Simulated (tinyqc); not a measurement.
## Composition from the perpendicular lattice constant

Question. The layer is x parts of the first compound and 1 - x of the second, grown coherently on the second as substrate and barrier. Rows of the table: lattice constant a, average valence level Ea on an absolute scale, spin-orbit splitting so, gaps at Gamma, X and L, hydrostatic deformation potentials av and ac (Gamma), shear potential b, elastic constants, electron and heavy-hole (along z) masses. All are interpolated linearly in x; gaps get -C x (1 - x), taken wholly in the conduction band; real line-ups can differ from this model by 0.1 eV or more. In-plane strain e = (a_substrate - a)/a, e_z = -2 (c12/c11) e, volume change 2 e + e_z. X-ray diffraction gives a_z = a (1 + e_z) of the coherent layer. Find x, e and the relaxed Gamma gap.

Parameters, values chosen for the exercise: bowing of the Gamma gap CG = 0.37 eV; bowing of the X gap CX = 0.055 eV; bowing of the L gap CL = 0 eV.

Binary compounds, values chosen for the exercise:
```
,close to AlAs,close to GaAs
a (angstrom),5.661,5.653
Ea (eV),-7.49,-6.92
so (eV),0.278,0.342
EG (eV),3.02,1.41
EX (eV),2.19,1.88
EL (eV),2.37,1.73
av (eV),2.49,1.17
ac (eV),-5.7,-7.09
b (eV),-1.49,-1.72
c11 (GPa),127,118
c12 (GPa),53.7,54.3
me (m0),0.151,0.0676
mh (m0),0.465,0.353
```

lattice constant along the growth direction = 5.66432466 angstrom

Answer. a_z changes steadily with x, about (1 + 2 c12/c11) times as fast as the relaxed lattice constant, so one composition matches.

x = 0.760
e = -0.107 %
relaxed Gamma gap = 2.57 eV

tinyqc, about 0.01 s, one thread, Intel Xeon 2.30GHz (shared host): `OMP_NUM_THREADS=1 python tinyqc.py 2690165 2690166 out.jsonl`
